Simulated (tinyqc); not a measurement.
Rates against energy: scattering rates of a carrier in a spherical band by Fermi's golden rule. Computed by tinyqc, a small Python program. Command: `OMP_NUM_THREADS=1 python tinyqc.py 3026288 3026289 out.jsonl scatter walk`. One thread of a shared host (Intel(R) Xeon(R) Processor @ 2.30GHz), about 0.01 s of CPU time with the checks.

All processes here are isotropic or elastic, and the rate listed is the momentum relaxation rate.

Inputs (values chosen for the exercise, modelled on holes in silicon):
```
quantity                                            value       unit
density-of-states mass of one valley m              0.502        m_0
static permittivity eps_s                            11.7          -
density rho                                          2329     kg/m^3
sound velocity v_l                                   8840        m/s
acoustic deformation potential D_A                    5.8         eV
phonon energy hbar w                                   62        meV
optical or intervalley deformation potential D_o      9.8  1e8 eV/cm
final valleys Z_f                                       1          -
ionised impurity density N_I                      1.5e+16     1/cm^3
temperature T                                          77          K
```

Crystal: non-polar. Band: parabolic. Impurity formula: Brooks-Herring. Further scattering: none.

Constants: k_B = 1.380649e-23 J/K; e = 1.602176634e-19 C; hbar = 1.054571817e-34 J s; m_0 = 9.1093837015e-31 kg; hbar = 6.582119569e-16 eV s; k_B = 8.617333262e-05 eV/K; eps_0 = 8.8541878128e-12 F/m.

Method:
- Parabolic band: E = hbar^2 k^2/(2 m), speed v = hbar k/m, states per spin, volume and energy g(E) = m k/(2 pi^2 hbar^2). Masses are multiplied by m_0 and all formulas are in SI units.
- Phonon occupation N_q = 1/(exp(hbar w/(k_B T)) - 1).
- Acoustic deformation potential (elastic, equipartition, absorption and emission together): 1/tau = 2 pi k_B T D_A^2 g(E)/(hbar rho v_l^2).
- Optical or intervalley deformation potential: 1/tau = (pi Z_f D_o^2/(rho w)) [N_q g(E + hbar w) + (N_q + 1) g(E - hbar w)], with g = 0 below the band edge.
- Singly charged impurities, momentum relaxation: 1/tau = N_I e^4 m (1 + 2 alpha E) Phi/(8 pi (eps_s eps_0)^2 hbar^3 k^3), with alpha = 0 for a parabolic band.
- Brooks-Herring: Phi = ln(1 + b) - b/(1 + b), b = 4 k^2 L_s^2.
- Debye screening by free carriers of density N_I: L_s = sqrt(eps_s eps_0 k_B T/(e^2 N_I)).

Momentum relaxation rates (1e12/s) and the total time:
```
E (meV)  acoustic  optical absorption  optical emission  ionised impurity  tau_m (fs)
6.2        0.1789           0.0006100             0.000        2.1779e+00       424.2
16.0       0.2874           0.0006524             0.000        6.6337e-01      1051.0
31.0       0.4001           0.0007124             0.000        2.8196e-01      1464.6
56.0       0.5377           0.0008024             0.000        1.2942e-01      1497.1
68.0       0.5926           0.0008422             2.068        9.9985e-02       362.1
93.0       0.6930           0.0009197             4.701        6.5806e-02       183.1
140.0      0.8502           0.0010499             7.456        3.7959e-02       119.8
220.0      1.0658           0.0012405            10.612        2.0577e-02        85.5
370.0      1.3822           0.0015353            14.816        1.0124e-02        61.7
620.0      1.7893           0.0019291            19.943        4.9832e-03        46.0
```

What does the comparison show, and why?

The largest rate is ionised impurity from 6.20 to 16.0, acoustic from 31.0 to 56.0, optical emission from 68.0 to 620 meV. Crossing hbar w = 62 meV opens emission: tau_m goes from 1500 to 362 fs between the two rows around it. The impurity rate goes between the last rows as E^-1.37, against the E^(-3/2) of unscreened Rutherford scattering; the acoustic rate follows g(E) and grows by a factor 10.0 over the table.

Extremes, crossings and ranges named in words are read from the listed rows.
